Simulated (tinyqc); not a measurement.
Width from the threshold shift.

Question. Undoped body with a flat potential across it, hard walls, transport along x. Three valley pairs (g = 2 each) with the longitudinal mass along x, y or z. Non-parabolicity enters the subband edges through E (1 + al E) = gamma, so E = 2 gamma/(1 + sqrt(1 + 4 al gamma)); motion within a subband is taken as parabolic with the band-edge mass. Energies are counted from the bulk band edge. gamma = C pi^2 [a^2/(my (t + dl)^2) + b^2/(mz (H + dl)^2)], C = hbar^2/(2 m0). Each subband has N_k = g sqrt(2 mx m0 kB T/(pi hbar^2)); without degeneracy n = exp(EF/Vt) sum N_k exp(-E_k/Vt). Classical value Nc times t H, Nc = sum over valleys of 2 g (m m0 kB T/(2 pi hbar^2))^1.5 with m = (mx my mz)^(1/3). Threshold shift dVT = Vt ln(classical value/sum N_k exp(-E_k/Vt)). Find t and the lowest subband edge.

Parameters, values chosen for the exercise; masses close to those of silicon:
- T = 400 K (temperature)
- ml = 0.899 m0 (longitudinal mass)
- mt = 0.193 m0 (transverse mass)
- al = 0 1/eV (non-parabolicity)
- dl = 0.2 nm (widening of the box by penetration into the insulator)
- H = 7.6 nm (height (along z))

Constants: q = 1.602176634e-19 C, kB = 1.380649e-23 J/K, hbar = 1.054571817e-34 J s, m0 = 9.1093837015e-31 kg, Vt = kB T/q, hbar^2/(2 m0) = 0.0380998212 eV nm^2. Results are converted to the units shown.

dVT = 75.941847 mV

Answer. dVT is evaluated for trial values of t with all subbands; between 1.5 and 25 nm one value matches.

t = 3.80 nm
E_1 = 58.2 meV

Program tinyqc, `OMP_NUM_THREADS=1 python tinyqc.py 2350041 2350042 out.jsonl`; Intel Xeon 2.30GHz, shared host, one thread, about 0.2 s.
